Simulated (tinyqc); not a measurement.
Worked calculation: Hueckel theory of the pi electrons, for the molecule C=Cc1ccc(Cl)c2c1C=C2 (SMILES; centres numbered as the heavy atoms are written). One step of it, computed by the program tinyqc.

Question. Energy, charges, bond orders. E = sum n x; q_r = z_r - P_rr; bond order p = P_rs; free valence = sqrt(3) - sum of p over the bonds of the atom.

x values: 2.445772  2.069318  1.640167  1.311268  0.725294  0.245655  -0.251937  -0.748172  -1.378560  -1.642403  -2.416403

occupations: 2.000000  2.000000  2.000000  2.000000  2.000000  2.000000  0.000000  0.000000  0.000000  0.000000  0.000000

charge and bond-order matrix P, lower triangle:
```
            1C         2C         3C         4C         5C         6C        7Cl         8C
1C    1.000615
2C    0.899549   0.999801
3C   -0.000813   0.422799   1.001159
4C   -0.157708   0.000681   0.505728   0.997207
5C    0.001495  -0.074780  -0.002300   0.750597   1.004966
6C    0.082929  -0.001487  -0.153125   0.005459   0.548106   0.984739
7Cl  -0.014293   0.004585   0.022868  -0.016995  -0.054673   0.126890   1.983620
8C    0.002736   0.002749  -0.003683  -0.348818   0.007102   0.725471  -0.091098   1.018741
9C   -0.319042  -0.000137   0.664411   0.000970  -0.323214  -0.000809  -0.003104   0.541062
10C  -0.002060  -0.080179   0.002599   0.184287  -0.004640  -0.355740   0.061699  -0.015375
11C   0.238863   0.000676  -0.316292  -0.003012   0.151761   0.005473  -0.015795   0.224287

           9C       10C       11C
9C   0.999241
10C  0.244011  1.013268
11C  0.001251  0.877078  0.996642
```

Centres:
```
centre  z_r, pi electrons of the neutral centre         h
1C                                            1  0.000000
2C                                            1  0.000000
3C                                            1  0.000000
4C                                            1  0.000000
5C                                            1  0.000000
6C                                            1  0.000000
7Cl                                           2  2.000000
8C                                            1  0.000000
9C                                            1  0.000000
10C                                           1  0.000000
11C                                           1  0.000000
```

Bonds:
```
i    j         k
1    2         1
2    3         1
3    4         1
4    5         1
5    6         1
6    7  0.400000
6    8         1
8    9         1
9   10         1
10  11         1
9    3         1
11   8         1
```

Give: pi energy = 12 alpha + this times beta; pi charges; Bond orders and lengths from R = 1.517 - 0.180 p; free valence of the carbons; gap between the highest filled and the next level.

Answer.

pi energy = 12 alpha + this times beta = 16.8749

pi charges: 1C -0.0006, 2C 0.0002, 3C -0.0012, 4C 0.0028, 5C -0.0050, 6C 0.0153, 7Cl 0.0164, 8C -0.0187, 9C 0.0008, 10C -0.0133, 11C 0.0034

Bond orders and lengths from R = 1.517 - 0.180 p (angstrom, C-C alone):
```
bond        p       R
1-2    0.8995  1.3551
2-3    0.4228  1.4409
3-4    0.5057  1.4260
4-5    0.7506  1.3819
5-6    0.5481  1.4183
6-7    0.1269       -
6-8    0.7255  1.3864
8-9    0.5411  1.4196
9-10   0.2440  1.4731
10-11  0.8771  1.3591
9-3    0.6644  1.3974
11-8   0.2243  1.4766
```

free valence of the carbons: 1C 0.8325, 2C 0.4097, 3C 0.1391, 4C 0.4757, 5C 0.4333, 6C 0.3316, 8C 0.2412, 9C 0.2826, 10C 0.6110, 11C 0.6307

gap between the highest filled and the next level = 0.4976 |beta|
